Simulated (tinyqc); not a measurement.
# Transistor under a ferroelectric capacitor (negative capacitance), static model, step by step

Computed by the program tinyqc: `OMP_NUM_THREADS=1 python tinyqc.py 2860008 2860009 out.jsonl`, one thread of a shared Intel Xeon 2.30GHz, about 0.02 s for the whole run. Printed values are rounded.

A ferroelectric film of thickness tf lies between the gate and an inner metal at potential v, which drives an ordinary transistor. One domain, P = Q (background permittivity neglected): Vg = v + tf (2 al Q + 4 be Q^3), al = -3 sqrt(3) Ec/(4 Pr), be = 3 sqrt(3) Ec/(8 Pr^3). Gate charge Q(v) = Qi + Cp v with the channel charge Qi = Cox n Vt ln(1 + exp((v - VT)/(n Vt))). Q in uC/cm^2, E in kV/cm; 1 nm times 1 kV/cm is 1e-4 V. Domains, leakage and the switching time are left out.

Parameters, values chosen for the exercise; Pr and Ec close to those of hafnium oxide based films:
```
symbol,value,unit,meaning
T,400,K,temperature
Pr,11,uC/cm^2,remanent polarisation
Ec,1500,kV/cm,coercive field
Cox,2.4,uF/cm^2,capacitance of the inner oxide
Cp,0.51,uF/cm^2,overlap capacitance per gate area
VT,0.35,V,threshold of the inner transistor
n,1.3,,subthreshold factor of the inner transistor
tf,7.1,nm,ferroelectric thickness
Vg,0.44,V,gate voltage
```

Constants: q = 1.602176634e-19 C, kB = 1.380649e-23 J/K, Vt = kB T/q. Results are converted to the units shown.

## Landau coefficients and capacitance at zero charge

al = -3 sqrt(3) Ec/(4 Pr), be = 3 sqrt(3) Ec/(8 Pr^3); C_FE(0) = 1/(2 al tf); far below threshold the gain is 1/(1 + 2 al tf Cp) near Q = 0 and the swing n Vt ln 10/gain.

al = -177.142 kV cm/uC
be = 0.731990 kV cm^5/uC^3
C_FE(0) = -3.97549 uF/cm^2
gain near Q = 0 = 1.14717
swing = 89.9427 mV/decade

The swing is still above Vt ln 10 = 79.4 mV a decade; without the film it is 103.

## Gate voltage against inner potential

| point | v (V) |
|---|---|
| 0 | 0 |
| 1 | 0.1 |
| 2 | 0.2 |
| 3 | 0.3 |
| 4 | 0.4 |
| 5 | 0.5 |
| 6 | 0.6 |
| 7 | 0.7 |
| 8 | 0.8 |

Q(v) and Vg(v) as above. C = dQ/dv = Cox/(1 + exp(-(v - VT)/(n Vt))) + Cp; dVg/dv = 1 + C tf (2 al + 12 be Q^2); gain = dv/dVg.

| point | Q (uC/cm^2) | C (uF/cm^2) | Vg (V) | dVg/dv |
|---|---|---|---|---|
| 0 | 0.00004 | 0.510972 | -0.000011 | 0.871469 |
| 1 | 0.05141 | 0.519028 | 0.087070 | 0.869452 |
| 2 | 0.10572 | 0.591548 | 0.173410 | 0.851243 |
| 3 | 0.18348 | 1.10229 | 0.253860 | 0.722960 |
| 4 | 0.35448 | 2.31771 | 0.310927 | 0.418817 |
| 5 | 0.61872 | 2.82845 | 0.344859 | 0.295281 |
| 6 | 0.90641 | 2.90097 | 0.373550 | 0.285151 |
| 7 | 1.19704 | 2.90903 | 0.402460 | 0.294257 |
| 8 | 1.48800 | 2.90990 | 0.432555 | 0.308224 |

dVg/dv is positive at all listed points; its smallest value, 0.285, means a gain of 3.51. Minimising dVg/dv over v puts the thickness at which the fold first appears at 9.92 nm.

## Iteration 1: inner potential by Newton steps

v at the start = 0.44 V

f = v + tf (2 al Q + 4 be Q^3) - Vg, f' = 1 + C tf (2 al + 12 be Q^2) with C = Cox/(1 + exp(-(v - VT)/(n Vt))) + Cp; v(new) = v - f/f'.

Q = 0.453942 uC/cm^2
f = -0.113991 V
f' = 0.342818
v after iteration 1 = 0.772511 V

## Iteration 2: inner potential by Newton steps

As before.

Q = 1.40802 uC/cm^2
f = -0.0158598 V
f' = 0.304041
v after iteration 2 = 0.824674 V

## Course of the iteration: inner potential by Newton steps

Stop when v changes by less than 1e-10 V, or after 30 iterations.

Course of the iteration:

| iteration | v (V) | \|change\| (V) |
|---|---|---|
| 1 | 0.772511 | 0.333 |
| 2 | 0.824674 | 0.0522 |
| 3 | 0.824006 | 6.68e-4 |
| 4 | 0.824006 | 1.18e-7 |
| 5 | 0.824006 | < 1e-13 |

Converged in 5 iterations. At the end the number of correct digits about doubles with each step. There dVg/dv = 0.312, a gain of 3.20.
